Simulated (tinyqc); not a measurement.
# One gate, two gates and a surrounding gate

Below threshold the potential that source and drain add obeys Laplace's equation, vanishes on the gates and decays along the channel as exp(-k y). The same ts (depleted depth over a conducting body, body thickness or wire diameter), ti and permittivities in three geometries; k is the smallest positive root of: one gate, f(k) = eps_r sin(k ti) cos(k ts) + ei cos(k ti) sin(k ts); two gates, f(k) = ei cos(k ti) cos(k ts/2) - eps_r sin(k ti) sin(k ts/2); wire, f(k) = ei J0(u)[J1(u) Y0(v) - Y1(u) J0(v)] - eps_r J1(u)[J0(u) Y0(v) - Y0(u) J0(v)], u = k ts/2, v = u + k ti. Parabolic estimates of l: sqrt((eps_r/ei) ts ti); sqrt((eps_r/(2 ei)) ts ti (1 + ei ts/(4 eps_r ti))); sqrt([2 eps_r ts^2 ln(1 + 2 ti/ts) + ei ts^2]/(16 ei)), in the same order.

Values chosen for this exercise; permittivities: semiconductor close to that of silicon, insulator close to that of zirconium oxide:
- eps_r = 11.9 (relative permittivity of the semiconductor)
- ei = 25.5 (relative permittivity of the insulator)
- ti = 5.4 nm (insulator thickness)
- ts = 6.9 nm (body thickness)

Scale lengths (nm):

|  | Lambda = pi/k | l = 1/k | l(parabolic) |
|---|---|---|---|
| one gate over a conducting body | 11.77 | 3.746 | 4.170 |
| two gates | 14.56 | 4.636 | 3.827 |
| wire | 10.27 | 3.271 | 2.365 |

What does the comparison show?

The wire has the shortest scale length, 0.706 times that of the double gate; the single gate over a conducting body has 0.808 times it, its layer ending directly on a conductor where the double gate has a second insulator. The parabolic estimates are 11 % above, 17 % below and 28 % below the exact l, in the order of the rows.

Computed by the program tinyqc: `OMP_NUM_THREADS=1 python tinyqc.py 2420058 2420059 out.jsonl`, one thread of a shared Intel Xeon 2.30GHz, about 0.01 s for the whole run.
